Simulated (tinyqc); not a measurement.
## Carrier lifetime of a p-type layer with SRH, radiative, Auger and surface recombination: effect of the temperature at dn = 2e14 cm^-3

Uniform excess density dn = dp (no trapping), n = n0 + dn, p = p0 + dn, Boltzmann statistics, full ionisation. Surfaces enter as a rate 2 S dn/d, which holds while diffusion to them is fast.

Nc and Nv are given at 400 K and scale as (T/400 K)^1.5; all else is held fixed. ni = sqrt(Nc Nv) exp(-Eg/(2 Vt)), Eg in volts; majority density N/2 + sqrt(N^2/4 + ni^2), n0 p0 = ni^2; n1 = Nc exp(-Et/Vt), p1 = Nv exp((Et - Eg)/Vt); tn0 = 1/(sn vth Nt), tp0 = 1/(sp vth Nt). With e = n p - ni^2 = dn (n0 + p0 + dn): U_SRH = e/(tp0 (n + n1) + tn0 (p + p1)), U_rad = B e, U_Aug = (Cn n + Cp p) e, U_s = 2 S dn/d. Each tau is dn over its rate; tau = dn/U with U the sum. Here dn = 2e14 cm^-3.

Inputs (values chosen for the exercise); band and dielectric values close to those of indium phosphide: band gap Eg = 1.33 eV; conduction-band density of states at the reference temperature Nc = 8.61e17 cm^-3; valence-band density of states at the reference temperature Nv = 1.71e19 cm^-3; radiative coefficient B = 1.19e-10 cm^3/s; acceptor density N = 1.7e15 cm^-3; Auger coefficient (two electrons) Cn = 2.1e-30 cm^6/s; Auger coefficient (two holes) Cp = 3.1e-30 cm^6/s; trap density Nt = 4.7e12 cm^-3; capture cross-section for electrons sn = 1e-14 cm^2; capture cross-section for holes sp = 1e-17 cm^2; thermal velocity (both carriers) vth = 1.2e7 cm/s; trap level below the conduction band Et = 0.51 eV; surface recombination velocity (both faces) S = 3 cm/s; sample thickness d = 30 um.

Constants: q = 1.602176634e-19 C, kB = 1.380649e-23 J/K, Vt = kB T/q. Results are converted to the units shown.

The same in every row: tau_s (s) = 5.0000e-4.

Effect of the temperature at dn = 2e14 cm^-3:
```
T (K)  tau_SRH (s)  tau_rad (s)  tau_Aug (s)    tau (s)  radiative share (%)  largest path
200      1.8841e-4    4.4228e-6     0.083410  4.2841e-6               96.864     radiative
240      1.8841e-4    4.4228e-6     0.083410  4.2841e-6               96.864     radiative
280      1.8841e-4    4.4228e-6     0.083410  4.2841e-6               96.864     radiative
320      1.8842e-4    4.4228e-6     0.083410  4.2841e-6               96.864     radiative
360      1.8846e-4    4.4228e-6     0.083410  4.2842e-6               96.865     radiative
400      1.8871e-4    4.4228e-6     0.083410  4.2843e-6               96.868     radiative
440      1.8974e-4    4.4228e-6     0.083410  4.2848e-6               96.880     radiative
480      1.9308e-4    4.4228e-6     0.083410  4.2865e-6               96.917     radiative
```

Radiative recombination leads at T = 200 and in all other rows. tau_SRH rises from 1.88e-4 to 1.93e-4 s and the total lifetime stays near 4.28e-6 s.

tinyqc, about 0.01 s, one thread, Intel Xeon 2.30GHz (shared host): `OMP_NUM_THREADS=1 python tinyqc.py 2300011 2300012 out.jsonl`
